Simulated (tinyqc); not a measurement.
Gate sweep: ballistic transport through the one-dimensional subbands of a rectangular nanowire or nanosheet channel. Computed by tinyqc, a small Python program. Command: `OMP_NUM_THREADS=1 python tinyqc.py 3027193 3027194 out.jsonl wire walk`. One thread of a shared host (Intel(R) Xeon(R) Processor @ 2.30GHz), about 0.02 s of CPU time with the checks.

Hard walls, parabolic subbands, transport along x. Energies are counted from the bulk conduction band edge at the top of the barrier, which the gate pulls down by U; the source Fermi level lies at the bulk edge when U = 0.

Inputs (values chosen for the exercise, modelled on silicon):
```
quantity                      value  unit
light mass m_t                  0.2   m_0
heavy mass m_l                 0.91   m_0
height a                        4.5    nm
width b                         5.2    nm
equivalent oxide thickness t   0.99    nm
drain voltage V_D              0.05     V
temperature T                   300     K
```

Valleys: silicon [100] wire.

Constants: hbar^2/(2 m_0) = 3.80998212 eV angstrom^2; k_B = 8.617333262e-05 eV/K; m_0 = 9.1093837015e-31 kg; k_B = 1.380649e-23 J/K; hbar = 1.054571817e-34 J s; eps_0 = 8.8541878128e-12 F/m; e = 1.602176634e-19 C; h = 6.62607015e-34 J s.

Method:
- E_pq = (hbar^2 pi^2/2)(p^2/(m_y b^2) + q^2/(m_z a^2)); valley pairs: (m_x, m_y, m_z) = (m_t, m_t, m_l), (m_t, m_l, m_t), (m_l, m_t, m_t), each with degeneracy g = 2; the 10 lowest subbands are kept.
- F_j(eta) = (1/Gamma(j + 1)) int_0^infinity x^j/(1 + exp(x - eta)) dx, F_0 = ln(1 + exp(eta)). Integrals over x = E/(k_B T) use 160 Gauss-Legendre points in u = sqrt(x) from 0 to sqrt(max(eta, 0) + 32).
- With degeneracy g = 2, eta_i = (U - E_i)/(k_B T) and u = e V_D/(k_B T): line density n = sum_i g sqrt(2 m_x k_B T/pi)/(2 hbar) [F_-1/2(eta_i) + F_-1/2(eta_i - u)]; gate: e n = C_ox (V_G - U/e), C_ox = 3.9 eps_0 2 (a + b)/t (flat-plate estimate); I = (2 e k_B T/h) sum_i g [F_0(eta_i) - F_0(eta_i - u)].
- Open modes are sum_i g/(1 + exp(-eta_i)). The last column is e dn/dV_G over C_ox, taken up to the next row.

Subbands:
```
valley axis  p  q  E (meV)  m_x (m_0)
z            1  1   89.938       0.20
y            1  1  108.129       0.20
z            1  2  151.156       0.20
y            2  1  153.974       0.20
x            1  1  162.379       0.91
y            3  1  230.383       0.20
z            1  3  253.186       0.20
z            2  1  298.535       0.20
y            4  1  337.356       0.20
z            2  2  359.753       0.20
```

Against the gate voltage:
```
V_G (V)  U (meV)    n (1/nm)  I (microampere)  open modes    C_g/C_ox
-0.2100  -210.00  3.9347e-06       5.4529e-05  3.1824e-05  4.3568e-04
-0.1100  -110.04  1.8794e-04       2.6046e-03  1.5199e-03  3.2124e-02
0.0099      6.00  1.6455e-02       2.2826e-01  1.3166e-01  4.1747e-01
0.1400     81.79  2.4584e-01       3.4173e+00  1.7121e+00  7.2083e-01
0.2400    109.71  5.5029e-01       7.4850e+00  3.2948e+00  8.1250e-01
0.3700    134.08  9.9639e-01       1.2836e+01  5.0441e+00  8.5911e-01
0.5100    153.81  1.5044e+00       1.8135e+01  6.5860e+00  8.8360e-01
0.6700    172.43  2.1015e+00       2.3572e+01  7.9881e+00  8.9739e-01
0.8400    189.87  2.7458e+00       2.8646e+01  9.1429e+00  9.0519e-01
1.0000    205.04  3.3575e+00       3.2766e+01  1.0028e+01           -
```

Between the first two rows the current rises one decade per 60 mV, against the limit ln(10) k_B T/e = 60 mV. Above threshold C_g/C_ox lies between 0.72 and 0.91: the quantum capacitance in series costs a visible part.

Extremes, crossings and ranges named in words are read from the listed rows.
